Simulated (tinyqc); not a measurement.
Random telegraph noise from one oxide trap in a small MOSFET: one step of the calculation.

An acceptor-like trap exchanges electrons with the channel. Inversion charge Q = Cox u, u = n Vt W0(exp((Vg - VT)/(n Vt))), W0 the Lambert function, n = nf, Cox = eps0 eox/tox; linear regime Id = (W/L) mu Q Vd. Relative to threshold the surface potential rises by Vt ln(u/u0) and the oxide voltage by the rest of Vg - VT, with u0 = n Vt W0(1).

Task. Trap level, time constants and occupancy. N = Cox u/q; dpsi = Vt ln(u/u0); E = E0 - dpsi - (xt/tox)(Vg - VT - dpsi); capture time tc = 1/[(N/zi) vth s0 exp(-xt/lt - EB/Vt)]; emission time te = tc exp(-E/Vt); occupancy te/(tc + te).

Parameters, values chosen for the exercise; values of the order met in silicon transistors:
- T = 350 K (temperature)
- eox = 22.2 (relative permittivity of the gate insulator (close to hafnium oxide))
- tox = 10 nm (insulator thickness)
- xt = 1.7 nm (depth of the trap from the channel interface)
- E0 = 0.03 eV (trap level above the channel Fermi level at threshold)
- s0 = 4e-16 cm^2 (capture prefactor)
- EB = 0.51 eV (capture barrier (lattice relaxation))
- lt = 0.16 nm (tunnelling decay length)
- vth = 1.3e7 cm/s (thermal velocity)
- zi = 1.6 nm (thickness of the inversion layer)
- VT = 0.35 V (threshold voltage)
- nf = 1.15 (body factor)
- Vg = 0.39 V (gate voltage)

Constants: q = 1.602176634e-19 C, kB = 1.380649e-23 J/K, Vt = kB T/q, eps0 = 8.8541878128e-14 F/cm where lengths are in cm. Results are converted to the units shown.

Give: u; N; dpsi; E; tc; te; occupancy.

Result.

u = 0.03739 V
N = 4.588e11 cm^-2
dpsi = 0.01937 V
E = 0.007121 eV
tc = 60.90 s
te = 48.09 s
occupancy = 0.4412

The trap lies 0.24 Vt above the Fermi level, so it is empty most of the time.

Range of the model: VT is taken as given; short-channel effects and the uneven flow of current among few electrons are left out.

Program tinyqc, `OMP_NUM_THREADS=1 python tinyqc.py 2710067 2710068 out.jsonl`; Intel Xeon 2.30GHz, shared host, one thread, about 0.01 s.
